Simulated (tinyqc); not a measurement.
Input admittance of a MOSFET at zero drain bias: distributed channel and distributed gate: two steps of the calculation.

Source and drain grounded, strong inversion, w = 2 pi f, Cox = eps0 eox/tox. The channel is an RC line of resistance 1/(mu Cox Vo) per square fed from both ends, so one finger has the intrinsic admittance y = i w Cox L tanh(g)/g per width, g = (1/2) sqrt(i w tau), tau = L^2/(mu Vo). The vertical resistance rv/L is in series with y, the overlaps 2 i w Cov in parallel: y_t = 1/(1/y + rv/L) + 2 i w Cov. The gate strip is a line of Rsh/L per length loaded by y_t, so a finger has Y = y_t Wf tanh(k)/k, k = (Wf/sd) sqrt(y_t Rsh/L); the device has Nf Y.

Parameters, values chosen for the exercise; values of the order met in silicon radio-frequency transistors: relative permittivity of the gate insulator (close to silicon dioxide) eox = 3.9; insulator thickness tox = 7.5 nm; channel length L = 0.67 um; finger width Wf = 1.6 um; number of fingers Nf = 1; channel mobility mu = 280 cm^2/(V s); gate overdrive Vo = 0.22 V; sheet resistance of the gate Rsh = 3.6 ohm/square; vertical resistivity of the gate stack rv = 2.3 ohm um^2; number of ends at which a finger is contacted sd = 2; overlap and fringe capacitance on each side Cov = 0.17 fF/um; frequency f = 6.5 GHz.

Constants: eps0 = 8.8541878128e-14 F/cm where lengths are in cm. Results are converted to the units shown.

Problem 1. Admittance of the channel and stack per width. tau, g, c = Cox L, y and y_t as defined.

Give: tau; g; c; y; y_t.

Solution 1.

tau = 72.873 ps
g = 0.60994+0.60994i
c = 3.0848 fF/um
y = 28.68+117.46i uS/um
y_t = 28.72+131.32i uS/um

w tau = 2.98, and Im y is 0.932 of w c.

Problem 2. Input impedance of the device. k and Y as defined; Z = 1/(Nf Y) = R + 1/(i w C); Q = |Im Z|/R; signal at the point farthest from a contact |1/cosh k|.

y_t = 28.72372+131.32254i uS/um

Give: k; Nf Y; R; C; Q; signal at the far point.

Solution 2.

k = 0.01675+0.01348i
Nf Y = 0.0460+0.2101i mS
R = 994.2 ohm
C = 5.391 fF
Q = 4.569
signal at the far point = 1.000

tinyqc, about 0.01 s, one thread, Intel Xeon 2.30GHz (shared host): `OMP_NUM_THREADS=1 python tinyqc.py 2262121 2262122 out.jsonl`
